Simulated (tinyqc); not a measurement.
## Undoped gate-all-around wire MOSFET, analytic charge model: effect of the temperature

An undoped round wire of radius R under an insulator shell and a surrounding gate; long channel, electrons only, n = ni exp((psi - V)/Vt) with V the quasi-Fermi potential (0 at the source, Vd at the drain), constant mobility, no quantisation. The radial Poisson equation gives n(r) = n(0)/(1 - (1 - b) r^2/R^2)^2 with b = Q0/(Q + Q0). Q is the electron charge per area of the wire surface.

Nc and Nv are given at 293 K and scale as (T/293 K)^1.5; Eg and mu are held fixed. ni = sqrt(Nc Nv) exp(-Eg/(2 Vt)), Eg in volts; Cox = eps0 eox/(R ln(1 + tox/R)); Q0 = 4 eps0 eps_r Vt/R; V0 = dphi + Vt ln[8 eps0 eps_r Vt/(q ni R^2)]. Q solves Vg - V0 - V = Q/Cox + Vt ln(Q/Q0) + Vt ln(1 + Q/Q0). I = mu (2 pi R/L)[2 Vt (Qs - Qd) + (Qs^2 - Qd^2)/(2 Cox) + Vt Q0 ln((Qd + Q0)/(Qs + Q0))], with Qs at V = 0 and Qd at V = Vd.  I(low) is taken at Vg = 0.27 V, Qs and I(high) at Vg = 1.02 V.

Inputs (values chosen for the exercise); material values those of a made-up semiconductor:
- Eg = 1.3 eV (band gap)
- eps_r = 13.6 (relative permittivity of the semiconductor)
- Nc = 2.47e19 cm^-3 (conduction-band density of states at the reference temperature)
- Nv = 2.94e19 cm^-3 (valence-band density of states at the reference temperature)
- eox = 8.71 (relative permittivity of the gate insulator)
- tox = 6.2 nm (insulator thickness)
- R = 10 nm (wire radius)
- dphi = -0.06 V (gate work function less that of the intrinsic body)
- mu = 110 cm^2/(V s) (channel mobility)
- L = 0.2 um (gate length)
- Vd = 1 V (drain voltage)

Constants: q = 1.602176634e-19 C, kB = 1.380649e-23 J/K, Vt = kB T/q, eps0 = 8.8541878128e-14 F/cm where lengths are in cm. Results are converted to the units shown.

Effect of the temperature:

| T (K) | V0 (V) | I(low) (nA) | Qs(high) (nC/cm^2) | I(high) (uA) |
|---|---|---|---|---|
| 220 | 0.53818 | 4.2982e-5 | 647.50 | 5.2549 |
| 250 | 0.52974 | 4.4848e-4 | 652.04 | 5.4129 |
| 280 | 0.52114 | 0.0029237 | 657.50 | 5.5855 |
| 310 | 0.51241 | 0.013607 | 663.74 | 5.7714 |
| 340 | 0.50354 | 0.049305 | 670.65 | 5.9696 |
| 370 | 0.49457 | 0.14751 | 678.15 | 6.1793 |
| 400 | 0.48549 | 0.37973 | 686.15 | 6.4000 |
| 430 | 0.47631 | 0.86629 | 694.61 | 6.6311 |

What does the table show?

As T goes from 220 to 430 K, I(low) rises from 4.30e-5 to 0.866 nA and I(high) rises from 5.25 to 6.63 uA. V0 falls from 0.538 to 0.476 V. In every row the surface density at the source at the higher gate voltage passes 0.3 Nc, where Boltzmann statistics fail. In every row the mobility is held fixed, though a real one changes with T.

Computed by the program tinyqc: `OMP_NUM_THREADS=1 python tinyqc.py 2460018 2460019 out.jsonl`, one thread of a shared Intel Xeon 2.30GHz, about 0.02 s for the whole run.
